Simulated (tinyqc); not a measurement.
Towards the loss of the bound state: donor level screened by free carriers (Yukawa potential).

Potential -(q/(eps r)) exp(-ks r), q = e^2/(4 pi eps0). In units Ry* = Ry m/eps^2 and a* = a0 eps/m the problem is [-Laplacian - 2 exp(-x r)/r] psi = E psi with x = ks a*.

Converged values use 18 functions exp(-z r), z = 1.55^i, i = -11 to 6: S = 2/A^3, H = z_i z_j S - 2/(A + x)^2, A = z_i + z_j.

Values chosen for the exercise (out of a larger set: near those of a donor in Ge, with one mean mass; not measured data): xs = (0.07, 0.16, 0.32, 0.44, 0.73, 0.94, 1.06) (values of x).

First order (-1 + 2x), one-parameter (minimum of z^2 - 8 z^3/(2z + x)^2) and converged 1s energies in Ry*, and the mean radius in a*; a dash marks an unbound result.

Results:
```
x     first order  trial function  converged   <r>
0.07      -0.8600         -0.8670    -0.8670  1.51
0.16      -0.6800         -0.7149    -0.7150  1.53
0.32      -0.3600         -0.4893    -0.4901  1.62
0.44      -0.1200         -0.3523    -0.3545  1.73
0.73            -         -0.1162    -0.1259  2.29
0.94            -         -0.0176    -0.0359  3.52
1.06            -               -    -0.0096  6.00
```

First order loses the state at x = 0.5, the trial function reaches zero energy at x = 1.00, and the exact limit is 1.19. The radius starts at 1.5 a*, grows slowly at first (1.62 at x = 0.32), then steadily, and swells towards the end (6.0 at 1.06), where a single exponential fails: the binding vanishes as the square of the distance from 1.19.

(tinyqc, `OMP_NUM_THREADS=1 python tinyqc.py 1251084 1251085 out.jsonl`, Intel(R) Xeon(R) Processor @ 2.30GHz, 1 thread, shared host, about 0.01 s.)
